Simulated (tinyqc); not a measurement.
What each parameter does: square lattice in a magnetic field (Harper-Hofstadter model).

Landau gauge, lattice period 1: the magnetic cell has q sites j = 0 to q - 1 along x. H_jj = -2 ty cos(ky + 2 pi p j/q), H_(j,j+1) = -tx, and the bond from q - 1 back to 0 is H_(q-1,0) = -tx exp(i q kx). The levels depend on k only through cos(q kx) and cos(q ky), so the band edges lie at (0, 0) and (pi/q, pi/q).

Parameters, chosen for this exercise:

| symbol | value | unit | meaning |
|---|---|---|---|
| p | 6 |  | flux per plaquette p/q, in units of h/e |
| q | 7 |  |  |
| tx | 1.3 | meV | hopping along x |
| ty | 1.3 | meV | hopping along y |

Bottom and width of band 1, the first gap and the total width of all bands. Each row changes one parameter from the base and keeps the others.

Results:

| case | bottom (meV) | width (meV) | first gap (meV) | total width (meV) |
|---|---|---|---|---|
| base | -4.1643 | 0.0074 | 1.7906 | 1.6699 |
| tx = 1.56 meV | -4.5870 | 0.0097 | 1.9480 | 2.0419 |
| ty = 0.975 meV | -3.6562 | 0.0095 | 1.5243 | 1.8477 |
| p = 1 | -4.1643 | 0.0074 | 1.7906 | 1.6699 |
| q = 11 | -3.4506 | 0.0088 | 0.3906 | 1.0856 |

The largest shifts from the base row, up to three for each result and ties (the steps differ in size, so this ranks the rows, not the parameters). bottom (meV): q +0.7137, ty +0.5081, tx -0.4227; unchanged at the printed digits by p. width (meV): tx +0.0022, ty +0.0020, q +0.0014; unchanged at the printed digits by p. first gap (meV): q -1.4000, ty -0.2663, tx +0.1574; unchanged at the printed digits by p. total width (meV): q -0.5842, tx +0.3720, ty +0.1778; unchanged at the printed digits by p. Flux p/q and 1 - p/q have the same spectrum: reversing the field leaves it alone, and one whole quantum is a gauge change.

Run: tinyqc, `OMP_NUM_THREADS=1 python tinyqc.py 1281170 1281171 out.jsonl`; Intel(R) Xeon(R) Processor @ 2.30GHz, one thread, shared host; about 0.09 s of CPU time with all checks.
